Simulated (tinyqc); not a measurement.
Comparisons within one model: alloy A(1-x)B(x) by interpolation with bowing. A value that a table varies takes the place of the one given here.

Each gap follows E(x) = (1 - x) E_A + x E_B - C x (1 - x); the lattice constant follows Vegard, a(x) = (1 - x) a_A + x a_B.

Mass at Gamma from the Kane formula 1/m = F + Ep (Eg + 2 Dso/3)/(Eg (Eg + Dso)). F is fixed by the masses of A and B and interpolated linearly, as is Ep; Eg and Dso carry their bowing.

Constants: hc = 1239.841984 eV nm.

Inputs chosen for the exercise (A near Si, B near Ge; not measured data):
- a = (5.437, 5.654) angstrom (lattice constant of A, B)
- Eg = (4.243, 0.901) eV (gap at Gamma to the s-like level of A, B)
- EgX = (1.176, 0.932) eV (gap to the lowest valley along Gamma-X of A, B)
- EgL = (2.11, 0.753) eV (gap to L of A, B)
- C = (0.189, 0.27, 0) eV (bowing of the Gamma, X and L gaps)
- Dso = (0.045, 0.289) eV (spin-orbit splitting of A, B)
- Ep = (21.4, 26.1) eV (Kane energy of A, B)
- me = (0.2025, 0.0382) m0 (electron mass at Gamma of A, B)
- Cs = 0 eV (bowing of Dso)
- x = 0.47 (fraction of B)

## Gaps across the alloy

Eleven compositions.

Gaps (eV):

| x | a (angstrom) | Gamma | X | L | lowest | wavelength (nm) |
|---|---|---|---|---|---|---|
| 0.0 | 5.4370 | 4.243 | 1.176 | 2.110 | X | 1054 |
| 0.1 | 5.4587 | 3.892 | 1.127 | 1.974 | X | 1100 |
| 0.2 | 5.4804 | 3.544 | 1.084 | 1.839 | X | 1144 |
| 0.3 | 5.5021 | 3.201 | 1.046 | 1.703 | X | 1185 |
| 0.4 | 5.5238 | 2.861 | 1.014 | 1.567 | X | 1223 |
| 0.5 | 5.5455 | 2.525 | 0.987 | 1.431 | X | 1257 |
| 0.6 | 5.5672 | 2.192 | 0.965 | 1.296 | X | 1285 |
| 0.7 | 5.5889 | 1.864 | 0.949 | 1.160 | X | 1307 |
| 0.8 | 5.6106 | 1.539 | 0.938 | 1.024 | X | 1322 |
| 0.9 | 5.6323 | 1.218 | 0.932 | 0.889 | L | 1395 |
| 1.0 | 5.6540 | 0.901 | 0.932 | 0.753 | L | 1647 |

What does this show, and why?

The lowest valley changes at x = 0.867 (X to L, gap 0.933 eV). The Gamma gap is monotonic, since its bowing (0.189 eV) is smaller than the difference of the end gaps (3.342 eV); at x = 0.5 bowing lowers it by C/4 = 0.047 eV.

## Three ways to interpolate a mass

Linear in m, linear in 1/m, and the Kane formula.

Masses (m0):

| x | Eg (eV) | linear in m | linear in 1/m | Kane | Kane m/Eg (1/eV) |
|---|---|---|---|---|---|
| 0.000 | 4.243 | 0.2025 | 0.2025 | 0.2025 | 0.0477 |
| 0.125 | 3.805 | 0.1820 | 0.1317 | 0.1783 | 0.0469 |
| 0.250 | 3.372 | 0.1614 | 0.0976 | 0.1550 | 0.0460 |
| 0.375 | 2.945 | 0.1409 | 0.0775 | 0.1329 | 0.0451 |
| 0.500 | 2.525 | 0.1203 | 0.0643 | 0.1118 | 0.0443 |
| 0.625 | 2.110 | 0.0998 | 0.0549 | 0.0918 | 0.0435 |
| 0.750 | 1.701 | 0.0793 | 0.0479 | 0.0729 | 0.0428 |
| 0.875 | 1.298 | 0.0587 | 0.0425 | 0.0550 | 0.0424 |
| 1.000 | 0.901 | 0.0382 | 0.0382 | 0.0382 | 0.0424 |

What can be read from the table?

At x = 0.5 the three give 0.1204, 0.0643 and 0.1118; judged by the largest distance, the Kane value is closer to the interpolation in m (largest distances 0.0086 m0 from the rule in m, 0.0575 m0 from the rule in 1/m). The ratio m/Eg varies by a factor of 1.13 while the gap varies by 4.71; a constant ratio is the two-band rule m = Eg/Ep at fixed Ep.

## What each parameter does

Gaps at x and the Kane mass. Each row changes one parameter from the base and keeps the others.

Results:

| case | Gamma (eV) | X (eV) | L (eV) | mass (m0) |
|---|---|---|---|---|
| base | 2.6252 | 0.9941 | 1.4722 | 0.1167 |
| x = 0.51 | 2.4913 | 0.9841 | 1.4179 | 0.1101 |
| C = (0.289, 0.37, 0.1) eV | 2.6003 | 0.9692 | 1.4473 | 0.1156 |
| Eg = (4.455, 0.901) eV | 2.7375 | 0.9941 | 1.4722 | 0.1200 |
| EgX = (1.176, 0.885) eV | 2.6252 | 0.9720 | 1.4722 | 0.1167 |
| EgL = (2.004, 0.753) eV | 2.6252 | 0.9941 | 1.4160 | 0.1167 |
| Ep = (23.5, 28.7) eV | 2.6252 | 0.9941 | 1.4722 | 0.1261 |
| Cs = 0.05 eV | 2.6252 | 0.9941 | 1.4722 | 0.1166 |

What can be read from the table?

The largest shifts from the base row, up to three for each result and ties (the steps differ in size, so this ranks the rows, not the parameters). Gamma (eV): x -0.1338, Eg +0.1124, C -0.0249; unchanged at the printed digits by EgX, EgL, Ep and Cs. X (eV): C -0.0249, EgX -0.0221, x -0.0100; unchanged at the printed digits by Eg, EgL, Ep and Cs. L (eV): EgL -0.0562, x -0.0543, C -0.0249; unchanged at the printed digits by Eg, EgX, Ep and Cs. mass (m0): Ep +0.0094, x -0.0066, Eg +0.0032; unchanged at the printed digits by EgX and EgL.

(tinyqc, `OMP_NUM_THREADS=1 python tinyqc.py 1081182 1081183 out.jsonl`, Intel(R) Xeon(R) Processor @ 2.30GHz, 1 thread, shared host, about 0.01 s.)
